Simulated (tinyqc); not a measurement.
What moves the count of states: density of states of one tight-binding band on the triangular lattice.

E(k) = -2 t (cos 2 pi k1 + cos 2 pi k2 + cos 2 pi (k1 + k2)); k in fractions of the reciprocal vectors, mesh k_i = j/N with j = 0 .. N-1. Densities are per cell and per spin, so the band holds one state.

Each cell of the mesh is cut along (i+1, j)-(i, j+1) into two triangles. For corner energies e1 <= e2 <= e3 and eij = ei - ej, the share of the triangle below E is n = (E - e1)^2/(e21 e31) for e1 < E < e2 and n = 1 - (e3 - E)^2/(e31 e32) for e2 < E < e3; its density of states is g = dn/dE.

Gaussian broadening: g(E) = mean over the mesh of exp(-(E - E_k)^2/(2 sigma^2))/(sigma sqrt(2 pi)), n(E) = mean of erfc((E_k - E)/(sigma sqrt 2))/2.

Values chosen for the exercise: t = 2.03 eV (nearest hopping); E = -5.66 eV (energy at which the density is wanted); sigma = 0.406 eV (Gaussian width).

Linear method and Gaussian sum with N = 48.

One parameter was then changed.

Results before and after:

| case | n linear | g linear (1/eV) | n Gaussian | g Gaussian (1/eV) |
|---|---|---|---|---|
| base | 0.1726 | 0.0316 | 0.1730 | 0.0319 |
| changed | 0.1891 | 0.0297 | 0.1895 | 0.0290 |

Which of these changes was made? (a) sigma = 0.812 eV; (b) t = 2.233 eV; (c) E = -5.457 eV.
Answer: (b) t = 2.233 eV. Of the candidates, run in turn, only this one gives the changed row.

All candidates:

| case | n linear | g linear (1/eV) | n Gaussian | g Gaussian (1/eV) |
|---|---|---|---|---|
| base | 0.1726 | 0.0316 | 0.1730 | 0.0319 |
| t = 2.233 eV | 0.1891 | 0.0297 | 0.1895 | 0.0290 |
| E = -5.457 eV | 0.1790 | 0.0320 | 0.1795 | 0.0321 |
| sigma = 0.812 eV | 0.1726 | 0.0316 | 0.1735 | 0.0316 |

Computed by tinyqc, a small Python program: `OMP_NUM_THREADS=1 python tinyqc.py 1682566 1682567 out.jsonl` (the numbers bound the seed that draws the inputs); one thread of a shared host (Intel(R) Xeon(R) Processor @ 2.30GHz), about 0.09 s for the whole set of steps.
